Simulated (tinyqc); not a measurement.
Equilibrium and kinetic segregation of a solute to boundaries and growing surfaces: one step, computed by the program tinyqc.

Question. Segregation at a growing surface. Two-state exchange during growth, dilute: jump up r_u = nu exp(-E_b/(k_B T_g)), jump back r_d = r_u exp(-E_s/(k_B T_g)), nu = 1e13 1/s. In the time 1/R of one monolayer the share carried up is p = [r_u/(r_u + r_d)] [1 - exp(-(r_u + r_d)/R)]; the tail decays as p^n, length -1/ln p monolayers; the equilibrium limit has p = r_u/(r_u + r_d).

Inputs (values chosen for the exercise, modelled on a solute in a copper line): exchange barrier E_b = 1.72 eV; surface segregation energy E_s = 0.16 eV; growth temperature T_g = 780 K; growth rate = 3.3 monolayers/s.

Constants: k_B = 8.617333262e-05 eV/K.

Give: r_u; r_d; share carried up p; decay length.

Answer.

r_u = 77.027 1/s

r_d = 7.1259 1/s

share carried up p = 0.91532

decay length = 11.302 monolayers

Exchange is fast against growth: the equilibrium regime, where heating shortens the tail.
